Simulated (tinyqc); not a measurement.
# Free and trapped electrons in a MOS channel with a dense trap tail: what changes with what

p-type body, charge-sheet picture, full ionisation (an idealisation for deep acceptors), Boltzmann statistics for free electrons. e = Ec - EF at the surface. Acceptor-like traps of density D(E) = D0 + De exp(-E/Ew) at depth E below Ec, from 0 to Eu, hold n_t = integral of D(E)/(1 + exp((e - E)/Vt)). psi = Eg - Vt ln(Nv/Na) - e; N_dep = sqrt(2 eps0 eps_r Na (psi - Vt)/q); n_f = sqrt(N_dep^2 + 2 eps0 eps_r Vt Nc exp(-e/Vt)/q) - N_dep; Vg = Vfb + psi + q (N_dep + n_t + n_f)/Cox, Cox = eps0 eox/tox.

Inputs (values chosen for the exercise); band and dielectric values close to those of 4H silicon carbide: temperature T = 475 K; band gap Eg = 3.27 eV; relative permittivity eps_r = 9.8; conduction-band density of states at T Nc = 3.35e19 cm^-3; valence-band density of states at T Nv = 4.9e19 cm^-3; relative permittivity of the insulator eox = 3.9; insulator thickness tox = 43 nm; acceptor density Na = 2.4e16 cm^-3; flat-band voltage without trapped charge Vfb = -2.45 V; constant background density of acceptor-like traps D0 = 1.3e11 cm^-2 eV^-1; density of the tail at the conduction edge De = 4.1e12 cm^-2 eV^-1; decay energy of the tail Ew = 0.08 eV; depth below Ec down to which the traps reach Eu = 0.93 eV; mobility of free electrons mf = 150 cm^2/(V s).

Constants: q = 1.602176634e-19 C, kB = 1.380649e-23 J/K, Vt = kB T/q, eps0 = 8.8541878128e-14 F/cm where lengths are in cm. Results are converted to the units shown.

Each table varies one quantity; the others keep the values above.

## Free and trapped charge against gate voltage

Free share n_f/(n_f + n_t); swing ln 10 n_f/(dn_f/dVg); field-effect mobility mf q (dn_f/dVg)/Cox, for a constant mf; oxide field q (N_dep + n_t + n_f)/(eps0 eox).

Free and trapped charge against gate voltage:
columns A: Vg (V); B: e (eV); C: n_f (cm^-2); D: n_t (cm^-2); E: free share (%); F: swing (mV/decade); G: field-effect mobility (cm^2/(V s)); H: oxide field (MV/cm)
```
A          B         C         D         E        F         G       H
1.4   0.6891   4.764e5  3.143e10  0.001516    152.4  0.002155  0.3677
2.3   0.2170  4.312e10  1.260e11     25.50    427.6     69.49  0.4672
3.1   0.1287  3.173e11  1.950e11     61.94     1840     118.8  0.6327
3.9  0.09282  6.506e11  2.392e11     73.12     3476     129.0  0.8104
4.8  0.06687  1.047e12  2.767e11     79.10     5373     134.3   1.014
5.6  0.04956  1.411e12  3.032e11     82.31     7078     137.3   1.196
6.4  0.03541  1.781e12  3.247e11     84.58     8794     139.5   1.378
7.3  0.02200  2.203e12  3.445e11     86.48  1.073e4     141.4   1.585
8.1  0.01169  2.583e12  3.588e11     87.80  1.247e4     142.8   1.768
```

n_f reaches 1e11 cm^-2 at Vg = 2.50 V, against 2.21 V without traps. The free share rises from 0.00152 to 87.8 % and the field-effect mobility rises from 0.00215 to 143 cm^2/(V s), although mf = 150 is constant: in the last row 95.2 % of Cox dVg goes into free electrons. The swing in the first row is 152 mV a decade (Vt ln 10 = 94.3). For Vg = 4.8, 5.6, 6.4, 7.3, 8.1 EF lies less than 2 Vt below the band edge, or above it, where degeneracy and confinement, left out, matter.

## Effect of the decay energy of the tail

VT is the Vg for n_f = 1e11 cm^-2; swing ln 10 n_f/(dn_f/dVg) at n_f = 1e8 cm^-2; the last three columns are for Vg = VT + 3.4 V, with free share n_f/(n_f + n_t) and field-effect mobility mf q (dn_f/dVg)/Cox; there EF is near the band edge, where Boltzmann statistics are rough.

Results:
columns A: Ew (eV); B: e at VT (eV); C: VT (V); D: q n_t/Cox at VT (V); E: swing (mV/decade); F: n_f (cm^-2); G: free share (%); H: field-effect mobility (cm^2/(V s))
```
A          B      C       D      E         F      G      H
0.03  0.1809  2.412  0.2025  151.1  1.646e12  90.77  142.5
0.05  0.1809  2.434  0.2243  151.3  1.606e12  87.96  140.5
0.07  0.1809  2.476  0.2667  152.9  1.568e12  84.86  138.9
0.09  0.1809  2.538  0.3291  157.2  1.535e12  81.65  137.6
0.13  0.1809  2.710  0.5005  176.1  1.483e12  75.40  135.7
0.15  0.1809  2.812  0.6026  189.9  1.463e12  72.46  134.9
0.17  0.1809  2.921  0.7117  205.6  1.446e12  69.70  134.3
```

Estimate the missing row, Ew = 0.11 eV.

Computed row:
columns A: Ew (eV); B: e at VT (eV); C: VT (V); D: q n_t/Cox at VT (V); E: swing (mV/decade); F: n_f (cm^-2); G: free share (%); H: field-effect mobility (cm^2/(V s))
```
A          B      C       D      E         F      G      H
0.11  0.1809  2.617  0.4082  165.0  1.507e12  78.47  136.6
```

With this row back in the table: As Ew goes from 0.03 to 0.17, VT rises from 2.41 to 2.92 V, its part due to traps rises from 0.203 to 0.712 V, the swing rises from 151 to 206 mV/decade and the field-effect mobility falls from 143 to 134 cm^2/(V s).

tinyqc, about 0.02 s, one thread, Intel Xeon 2.30GHz (shared host): `OMP_NUM_THREADS=1 python tinyqc.py 2222191 2222192 out.jsonl`
